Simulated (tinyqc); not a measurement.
Gas flow in a process chamber: flow regimes, conductance, effective pumping speed, pump-down, outgassing and purge. Changing the process gas flow. Computed by tinyqc, a small Python program. Command: `OMP_NUM_THREADS=1 python tinyqc.py 3121109 3121110 out.jsonl pump sweep`. One thread of a shared host (Intel(R) Xeon(R) Processor @ 2.30GHz), about 0.01 s of CPU time with the checks.

Ideal gas, isothermal flow, a pump of constant speed at the end of a round pipe; process gas, volume gas and outgassing are given the same properties. 1 sccm = 101325 Pa x 1e-6 m^3/60 s x T/273.15 K.

Inputs (values chosen for the exercise, modelled on nitrogen near room temperature):
```
quantity            value           unit
molar mass M        28.01          g/mol
molecular diameter   0.37             nm
viscosity eta        17.8  micropascal s
temperature T         300              K
chamber volume V      180              L
pipe diameter d         4             cm
pipe length l          16             cm
pump speed S           63            L/s
```

Constants: k_B = 1.380649e-23 J/K; u = 1.6605390666e-27 kg.

Method:
- Mean speed c = sqrt(8 k_B T/(pi m)); aperture conductance C_a = c pi d^2/16; molecular pipe C_m = C_a/(1 + 3 l/(4 d)) (Dushman form); viscous pipe C_v = pi d^4 p_mean/(128 eta l); Knudsen interpolation C = C_v + C_m (1 + x)/(1 + 1.24 x), x = d p_mean sqrt(m/(k_B T))/eta.
- Effective speed 1/S_eff = 1/S + 1/C_m; time constant V/S_eff; pressure at which the free path k_B T/(sqrt2 pi d_m^2 p) equals d.
- Steady flow: the pump inlet is at p_2 = Q/S, and the chamber pressure p_1 solves Q = C((p_1 + p_2)/2) (p_1 - p_2). Residence time = p_1 V/Q.
- Knudsen number = free path at the mean pressure over d.

One run for each value:
```
process gas flow (sccm)  chamber pressure p_1 (Pa)  conductance C (L/s)  Knudsen number  residence time (s)
0.1                                     7.9338e-03                 37.2      3.1301e+01              7.6996
0.3                                     2.3952e-02                 36.8      1.0386e+01              7.7482
1                                       8.0737e-02                 36.2      3.0904e+00              7.8354
3                                       2.4017e-01                 36.6      1.0365e+00              7.7695
10                                      7.2876e-01                 42.7      3.3278e-01              7.0725
30                                      1.8052e+00                 60.4      1.2665e-01              5.8397
100                                     4.5802e+00                113.4      4.5253e-02              4.4450
300                                     1.1061e+01                249.7      1.7116e-02              3.5781
1000                                    3.2058e+01                708.6      5.5366e-03              3.1112
3000                                    9.1091e+01               2009.2      1.8978e-03              2.9467
10000                                   2.9723e+02               6556.5      5.7551e-04              2.8846
```

Describe and explain the trends.

Over the rows, chamber pressure p_1 (Pa) rises from 0.00793 to 297 (exponent d ln y / d ln x between 0.77 and 1.0); conductance C (L/s) goes from 37.2 through a minimum among these rows, 36.2 at 1.00, to 6560; Knudsen number falls from 31.3 to 5.76e-4 (exponent d ln y / d ln x between -1.0 and -0.85). At the low end the exponent of chamber pressure p_1 is 1.01, close to 1: constant speed and conductance.

Extremes, crossings and ranges named in words are read from the listed rows.
